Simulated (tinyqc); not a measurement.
Deal-Grove kinetics of thermal oxidation of silicon: one step, computed by the program tinyqc.

Oxidant diffuses through the oxide and reacts at the interface, so that dx/dt = B/(A + 2x) for the oxide thickness x.

Question. Two steps, the one at T2 first. B = B0 p exp(-E_B/(k_B T)), B/A = (B/A)0 p^m exp(-E_A/(k_B T)), p in atm; A = B/(B/A). Temperatures in kelvin are T(C) + 273.15. tau = (x_i^2 + A x_i)/B and x = (A/2) [sqrt(1 + 4 B (t + tau)/A^2) - 1], the root of x^2 + A x = B (t + tau). First t2 at T2 from x_i, then t at T from the thickness reached.

Inputs (values chosen for the exercise, close to those used for silicon):

| quantity | value | unit |
|---|---|---|
| prefactor B0 | 769 | um^2/h |
| activation energy E_B | 1.22 | eV |
| prefactor (B/A)0 | 6.07e+06 | um/h |
| activation energy E_A | 1.98 | eV |
| temperature T | 1000 | C |
| oxidant pressure p | 1 | atm |
| pressure exponent m of B/A | 0.76 | - |
| initial oxide x_i | 0.025 | um |
| time t | 0.21 | h |
| temperature of step 2, T2 | 1000 | C |
| time of step 2, t2 | 0.85 | h |

Ambient: dry oxygen. Surface: (111). Extension: second step.

length A = 0.1291832 um

parabolic constant B = 0.01139051 um^2/h

Constants: k_B = 8.617333262e-05 eV/K.

Give: thickness after t2 at T2; final thickness in this order.

Answer.

thickness after t2 at T2 = 0.06848 um

final thickness in this order = 0.07718 um
